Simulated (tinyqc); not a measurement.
The network against temperature: hopping conduction between localised states. Computed by tinyqc, a small Python program. Command: `OMP_NUM_THREADS=1 python tinyqc.py 3031738 3031739 out.jsonl hop walk`. One thread of a shared host (Intel(R) Xeon(R) Processor @ 2.30GHz), about 0.01 s of CPU time with the checks.

Energies are counted from the Fermi level. A small network shows the mechanism; the laws of an infinite system follow.

Inputs (values chosen for the exercise, for a model amorphous semiconductor): localisation length xi = 0.51 nm; temperature T = 110 K.

Dimension: 3D.

sites of the small network (nm, nm, meV):
```
,x,y,energy
1,0,0.7,3.59
2,0.68,0.2,-8.84
3,1.31,1.08,-79.5
4,1.83,0.67,-64.82
5,2.65,0.5,-48.22
6,3.28,1.09,-41.86
7,3.8,0.43,-5.57
```

Constants: k_B = 8.617333262e-05 eV/K.

Method:
- Miller-Abrahams exponent s_ij = 2 r_ij/xi + (|E_i| + |E_j| + |E_i - E_j|)/(2 k_B T); G_ij = G_0 exp(-s_ij).
- Site 1 is held at potential 1 and site 7 at 0; Kirchhoff's law sum_j G_ij (u_i - u_j) = 0 fixes the others; G = sum_j G_1j (1 - u_j).
- Critical exponent s_c: the smallest value such that bonds with s_ij <= s_c connect site 1 with site 7.
- The last column is the length of the critical bond.

Network:
```
T (K),-ln(G/G_0),s_c,critical hop (nm)
33,15.317,15.377,3.1285
50,14.244,14.320,3.1285
77,13.082,13.601,3.1285
110,11.194,11.710,1.2423
160,9.218,9.573,1.2423
280,7.226,7.539,1.0823
550,5.941,5.922,1.0823
```

-ln(G/G_0) follows s_c within 0.6. The critical hop is 3.13 nm long at the lowest T and 1.08 nm at the highest: on cooling the carrier goes farther to find a site of nearer energy, which is variable-range hopping.

Extremes, crossings and ranges named in words are read from the listed rows.
